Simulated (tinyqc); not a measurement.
bcc against fcc: Finnis-Sinclair potential for a bcc metal: fit to cohesion and elasticity, then vacancy, surfaces and structure. Computed by tinyqc, a small Python program. Command: `OMP_NUM_THREADS=1 python tinyqc.py 3111266 3111267 out.jsonl fsfit walk`. One thread of a shared host (Intel(R) Xeon(R) Processor @ 2.30GHz), about 0.01 s of CPU time with the checks.

E = (1/2) sum V(r) - A sqrt(rho), rho = sum phi(r), phi = (r - d)^2 for r < d, V = (r - c)^2 (c0 + c1 r + c2 r^2) for r < c. In bcc the 8 first neighbours lie at sqrt(3) a/2 and the 6 second at a; both cut-offs lie below the third shell; Omega = a^3/2; E is per atom and z the number of atoms in a shell. The four constants A, c0, c1, c2 are fitted to E_c, zero pressure, B and C12 - C44 alone, so C44 and C11 - C12 are not matched singly; defects are unrelaxed.

Inputs (values chosen for the exercise, modelled on vanadium): lattice constant a = 3.04 angstrom; cohesive energy E_c = 5.32 eV; target C11 = 228 GPa; target C12 = 117 GPa; target C44 = 41.8 GPa; density cut-off d/a = 1.203; pair cut-off c/a = 1.247.

Constants: 1 eV/angstrom^3 = 160.2176634 GPa.

Method:
- rho = sum z phi, rho1 = sum z r phi', rho2 = sum z r^2 phi''. At zero pressure the effective pair part V + 2 F' phi obeys C12 = C44, so C12 - C44 = F'' (rho1/3)^2/Omega with F'' = A/(4 rho^(3/2)); this gives A.
- With v_k = (r - c)^2 r^k the rows are (1/2) sum z v_k, (1/2) sum z r v_k' and (1/2) sum z r^2 v_k''. With rho1 = sum z r phi' and rho2 = sum z r^2 phi'' the right-hand sides are: -E_c + A sqrt(rho) (cohesion); A rho1/(2 sqrt(rho)) (zero pressure); 9 B Omega + A [rho2/(2 sqrt(rho)) - rho1^2/(4 rho^(3/2))] with B = (C11 + 2 C12)/3.
- Solve the three equations.
- E of each lattice against the volume per atom, as a multiple of Omega; all neighbours inside the cut-offs are summed.

c0, c1, c2 (eV/angstrom^2, eV/angstrom^3, eV/angstrom^4): [-2.17336, 2.51538, -0.60903]

A = 1.92140 eV/angstrom

Energies (eV/atom):
```
V/Omega      bcc      fcc  fcc less bcc (meV)
0.80     -5.0231  -4.8325              190.64
0.84     -5.1330  -4.8922              240.85
0.88     -5.2167  -4.9505              266.18
0.92     -5.2749  -5.0053              269.59
0.96     -5.3090  -5.0582              250.72
1.00     -5.3200  -5.1065              213.52
1.05     -5.3036  -5.1408              162.81
1.10     -5.2563  -5.1466              109.77
1.20     -5.0811  -5.0787                2.48
```

What follows from these numbers?

The lowest fcc row, at V/Omega = 1.1, lies +173 meV from the bcc minimum: the fit keeps bcc stable, though nothing in it asked for that.

Extremes, crossings and ranges named in words are read from the listed rows.
